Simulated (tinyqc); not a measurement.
Inside a calculation. Model: admittance spectroscopy and thermally stimulated current of one trap level in a depletion layer. Computed by tinyqc, a small Python program that keeps every step. Command: `OMP_NUM_THREADS=1 python tinyqc.py 3113811 3113812 out.jsonl admit walk`. One thread of a shared host (Intel(R) Xeon(R) Processor @ 2.30GHz), about 0.01 s of CPU time with the checks. Intermediate numbers are printed to about 6 digits and carried at full precision; extremes and crossings named in words are read from the listed rows.

A Schottky junction on n-type material holds one donor-like electron trap; shallow donors are fully ionised and abrupt depletion edges are assumed.

Inputs (values chosen for the exercise, modelled on n-type 4H-SiC): dielectric constant eps = 9.53; density-of-states mass m = 0.746 m_0; shallow doping N = 8.2e+16 1/cm^3; trap density N_t = 4.2e+15 1/cm^3; trap depth E_t below the band = 0.523 eV; capture cross section sigma = 2e-14 cm^2; band bending V_b = 2.1 V; test frequency f = 80000 Hz; heating rate beta = 0.091 K/s.

Constants: k_B = 1.380649e-23 J/K; m_0 = 9.1093837015e-31 kg; h = 6.62607015e-34 J s; k_B = 8.617333262e-05 eV/K; eps_0 = 8.8541878128e-12 F/m; e = 1.602176634e-19 C.

## Temperature of the peak

N_c = 2 (2 pi m k_B T/h^2)^(3/2), v_th = sqrt(3 k_B T/m), emission rate e_n = sigma v_th N_c exp(-E_t/(k_B T)). Where the level crosses the Fermi level capture equals emission, so the trap follows the signal with the rate 2 e_n; G/omega peaks at omega = 2 e_n (the correction for large N_t/N is left out). Solve 2 e_n(T_p) = 2 pi f.

peak temperature T_p = 356.637 K

N_c at T_p = 2.09574e+19 1/cm^3

e_n at T_p = 251327 1/s

E_c - E_F = k_B T_p ln(N_c/N) = 0.170367 eV

## The capacitance step

With E_c - E_F = k_B T_p ln(N_c/N): lambda = sqrt(2 eps eps_0 (E_t - (E_c - E_F))/(e^2 N)); traps are empty and charged for x < x_t = w - lambda, and V_b = e (N w^2 + N_t x_t^2)/(2 eps eps_0). High frequency: C_hf = eps eps_0/w. Low frequency: C_lf = eps eps_0 (N + N_t)/(N w + N_t x_t).

lambda = 67.3031 nm

depletion width w = 162.813 nm

crossing point x_t = 95.5099 nm

C_hf = 51.8266 nF/cm^2

C_lf = 52.8919 nF/cm^2

step (C_lf - C_hf)/C_hf = 0.0205553

small-N_t estimate (N_t/N)(lambda/w) = 0.0211730

Reading N_t/N straight from the step would give 0.0206 against the true 0.0512: the factor lambda/w must be known.

## Scan in temperature at fixed frequency

With x = omega/(2 e_n): C = C_hf + (C_lf - C_hf)/(1 + x^2), G/omega = (C_lf - C_hf) x/(1 + x^2); C_hf and C_lf are held at their values at T_p.

Admittance:
```
T (K)  omega/(2 e_n)  C (nF/cm^2)  G/omega (nF/cm^2)
313.8        13.1840      51.8327           0.080341
328.1         5.1910      51.8647           0.197880
338.8         2.7143      51.9539           0.345575
349.5         1.4739      52.1624           0.494947
356.6         1.0020      52.3582           0.532655
363.8         0.6874      52.5500           0.497304
374.5         0.4027      52.7432           0.369159
388.7         0.2068      52.8482           0.211280
406.6         0.0950      52.8823           0.100348
```

The peak of G/omega is half the step, 0.533 nF/cm^2. Its full width is near 2 ln(2 + sqrt3) k_B T_p^2/(E_t + 2 k_B T_p) = 49.4 K.

## Arrhenius plot

T_p for 0.1, 0.3, 1, 3 and 10 f; least-squares lines of ln(e_n/T^2) and of ln(e_n) against 1/(k_B T), e_n = pi f; sigma = exp(intercept)/(v_th N_c/T^2).

Peaks:
```
f (Hz)  T_p (K)  1/(k_B T) (1/eV)  ln(e_n/T^2)  ln(e_n)
8000    317.915           36.5019     -1.39164  10.1319
24000   335.339           34.6054     -0.39974  11.2305
80000   356.637           32.5388      0.68108  12.4345
240000  378.429           30.6650      1.66107  13.5331
800000  405.383           28.6261      2.72743  14.7371
```

depth from e_n/T^2 = 0.523 eV

cross section from the intercept = 2.00e-14 cm^2

depth without the T^2 = 0.584656 eV

Leaving out T^2 adds 62 meV, near 2 k_B T_p = 61 meV.

## Thermally stimulated current

Thermally stimulated current without retrapping: filled share n(T) = exp(-(1/beta) int e_n dT), current proportional to e_n n; the peak obeys beta (E_t/(k_B T^2) + 2/T) = e_n(T). The integral starts at 0.5 T_m and uses 4000 trapezoid steps to 1.2 T_m. Chen's first-order estimate from the full width W = T_2 - T_1 between the half-height points: E = 2.52 k_B T_m^2/W - 2 k_B T_m.

peak temperature T_m = 188.064 K

lower half-height T_1 = 180.517 K

upper half-height T_2 = 193.443 K

filled share at T_m = 0.387666

E_t/(k_B T_m) = 32.2718

symmetry factor (T_2 - T_m)/(T_2 - T_1) = 0.416146

depth by Chen's formula = 0.561738 eV

The slow ramp empties the trap at 188 K, far below the admittance peak at 357 K, since the rate asked for is 0.017 per second instead of 250000. Chen's formula, made for a constant prefactor, gives 39 meV more than E_t.

Checks made by the program: C_lf against dQ/dV by differences (relative difference below 1e-10); depth recovered (relative difference below 1e-10); peak of the integrated curve (relative difference 2e-05).
